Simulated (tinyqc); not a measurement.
Energy conservation against the time step: molecular dynamics of a small cluster by velocity Verlet steps. Computed by tinyqc, a small Python program. Command: `OMP_NUM_THREADS=1 python tinyqc.py 3027064 3027065 out.jsonl verlet walk`. One thread of a shared host (Intel(R) Xeon(R) Processor @ 2.30GHz), about 0.2 s of CPU time with the checks.

E = sum_i {sum_j A exp(-p (r_ij/r0 - 1)) - xi sqrt(rho_i)}, rho_i = sum_j exp(-2 q (r_ij/r0 - 1)); the force on i is -sum_j w_ij (R_i - R_j)/r_ij with w_ij = -(2p/r0) A exp(-p (r_ij/r0 - 1)) + (xi q/r0) exp(-2 q (r_ij/r0 - 1)) (rho_i^(-1/2) + rho_j^(-1/2)).

Inputs (values chosen for the exercise, for model atoms):
```
quantity       value      unit
length r0       2.66  angstrom
repulsion A     0.12        eV
hopping xi      1.54        eV
decay p         9.83         -
decay q         2.66         -
atomic mass M   91.1         u
time step dt     2.5        fs
steps            300         -
```

Potential: Gupta.

starting positions (angstrom):
```
            x      y      z
atom 1  -0.01  -0.03   0.01
atom 2   2.45   0.03      0
atom 3   1.22   2.14   0.03
atom 4    1.2   0.71   2.04
atom 5   1.22   0.75  -2.07
```

starting velocities (angstrom/fs):
```
               x         y         z
atom 1  -0.00105   0.00024     9e-05
atom 2    -5e-05   0.00217    -7e-05
atom 3  -0.00056  -0.00145   0.00139
atom 4   0.00099  -0.00142  -0.00023
atom 5   0.00067   0.00047  -0.00119
```

Constants: 1 eV/(angstrom u) = 9.648533212e-03 angstrom/fs^2; k_B = 8.617333262e-05 eV/K.

Method:
- Relax the cluster, diagonalise the Hessian (central differences): omega_max = sqrt(c lambda_max/M). Verlet steps are stable for omega_max dt < 2.
- Velocity Verlet: a = c F/M with c = 9.648533212e-3 angstrom/fs^2 per eV/(angstrom u); R(new) = R + v dt + a dt^2/2; v(new) = v + (a + a(new)) dt/2. Kinetic energy K = M v^2/(2c); temperature T = 2K/((3N - 3) k_B), rotation of the cluster included.
- Runs without thermostat over the same span of time, steps x dt; spread = largest minus smallest value. For contrast, the energy gained over the first 30 dt (dt of the inputs) by explicit Euler steps: R(new) = R + v dt, v(new) = v + a dt.

omega_max dt = 0.121902

Energy error (eV):
```
dt (fs)  omega_max dt  Verlet, spread of U + K  Euler, gain in U + K
0.3125        0.01524               2.3292e-06               0.00451
0.6250        0.03048               9.3173e-06               0.00922
1.2500        0.06095               3.7274e-05               0.01932
2.5000        0.12190               1.4917e-04               0.04243
5.0000        0.24380               5.9246e-04               0.10269
7.5000        0.36571               1.3487e-03               0.18535
```

What follows from these numbers?

The Verlet error grows as dt^2.00 between the first rows, the second order of the method. Euler steps gain energy steadily: over that short span the gain in the first row is already 1900 times the Verlet spread of the whole run, and it grows as dt^1.03, tending to the first order of that method as dt shrinks.

Extremes, crossings and ranges named in words are read from the listed rows.
